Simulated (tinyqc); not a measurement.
Drifting, spreading and decaying minority pulse (Haynes-Shockley), backward Euler time steps: two steps of the calculation.

Low injection in a uniform field: dn/dt = D d2n/dx2 - v dn/dx - n/tau with D = mu Vt and v = mu F towards +x. Exact solution on an infinite bar for a Gaussian start at x0: n = N0 exp(-t/tau) exp(-(x - x0 - v t)^2/(2 s^2))/sqrt(2 pi s^2), s^2 = s0^2 + 2 D t.

Parameters, values chosen for the exercise; mobility close to that of silicon at room temperature: temperature T = 250 K; minority-carrier mobility mu = 1370 cm^2/(V s); sweep field along the drift F = 43 V/cm; mesh step hx = 13 um; lifetime tau = 6e-7 s; time step dt = 4.6e-8 s.

Constants: q = 1.602176634e-19 C, kB = 1.380649e-23 J/K, Vt = kB T/q. Results are converted to the units shown.

Question 1. Coefficients of the scheme. Exponentially fitted fluxes: d = F hx/Vt, B(d) = d/(exp(d) - 1), k = D dt/hx^2; (L n)_i = a n_(i-1) + b n_i + c n_(i+1) with a = k B(-d), c = k B(d), b = -a - c - dt/tau. Explicit steps keep n positive for dt up to 1/[(D/hx^2)(B(d) + B(-d)) + 1/tau].

Wanted: D; v; d; a; b; c; positivity limit of dt.

Answer 1.

D = 29.514 cm^2/s
v = 58910 cm/s
d = 2.5948
a = 2.2527
b = -2.4976
c = 0.16819
positivity limit of dt = 1.8418e-8 s

Question 2. Densities after a time step. (L n)_i = a n_(i-1) + b n_i + c n_(i+1), n = 0 beyond the ends. Backward Euler step: solve n(new) - L n(new) = n.

a = 2.2527012
b = -2.4975613
c = 0.16819349
n at t = 0, node 1 to 10 (in units of 1e12 cm^-3): 0.1176807  1.0159577  3.7032065  5.6991754  3.7032065  1.0159577  0.1176807  0.0057553  0.0001188  0.0000010

Give: n at t = 1 dt.

Answer 2.

n at t = 1 dt, node 1 to 10 (in units of 1e12 cm^-3): 0.053  0.394  1.442  2.698  2.904  2.234  1.521  1.014  0.674  0.434

Program tinyqc, `OMP_NUM_THREADS=1 python tinyqc.py 2310038 2310039 out.jsonl`; Intel Xeon 2.30GHz, shared host, one thread, about 0.01 s.
